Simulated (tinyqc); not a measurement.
Growth with time: grain growth, pinning, strength and diffusional creep of a polycrystal or thin film. Computed by tinyqc, a small Python program. Command: `OMP_NUM_THREADS=1 python tinyqc.py 3010112 3010113 out.jsonl grain walk`. One thread of a shared host (Intel(R) Xeon(R) Processor @ 2.30GHz), about 0.01 s of CPU time with the checks.

One mean grain size d describes the structure.

Inputs (values chosen for the exercise, modelled on tungsten): boundary energy gamma = 1.1 J/m^2; mobility prefactor M0 = 4.2e-07 m^4/(J s); activation energy of boundary motion Q_m = 4.59 eV; anneal temperature T = 2409 K; initial grain size d0 = 16 nm; particle volume fraction f = 0.0042; particle radius r = 7.1 nm; film thickness h = 110 nm; surface energy gamma_s = 2.8 J/m^2.

Sample: thin film on a substrate.

Constants: k_B = 8.617333262e-05 eV/K.

Method. M = M0 exp(-Q_m/(k_B T)). The driving pressure is 2 gamma/d. Zener pinning pressure 3 f gamma/(2 r) stops growth at d_Z = 4 r/(3 f). Grooves where boundaries meet the surface have the angle theta = arcsin(gamma/(2 gamma_s)) and are taken to stop growth at d_h = h/(2 theta), a few film thicknesses; the limit is 1/d_lim = 1/d_Z + 1/d_h. dd/dt = 2 M gamma (1/d - 1/d_lim) integrates to 2 M gamma t = d_lim (d0 - d) + d_lim^2 ln[(d_lim - d0)/(d_lim - d)]; without pinning d^2 = d0^2 + 4 M gamma t.

limit d_lim = 247.619 nm

mobility M = 1.04878e-16 m^4/(J s)

At T:
```
t (s)  free growth (nm)  pinned growth (nm)  d/d_lim
0.4               20.99               20.66  0.08344
1.3               29.26               28.30  0.11428
4                 45.85               43.17  0.17435
13                79.09               70.96  0.28657
40               136.80              112.88  0.45588
130              245.45              171.98  0.69453
400              429.93              225.56  0.91093
1300             774.70              246.93  0.99724
```

The apparent exponent d ln d/d ln t of the pinned growth is at most about 0.42, below the ideal 1/2, and falls to 0.077 in the last rows: the initial size hides the law early and pinning hides it late.
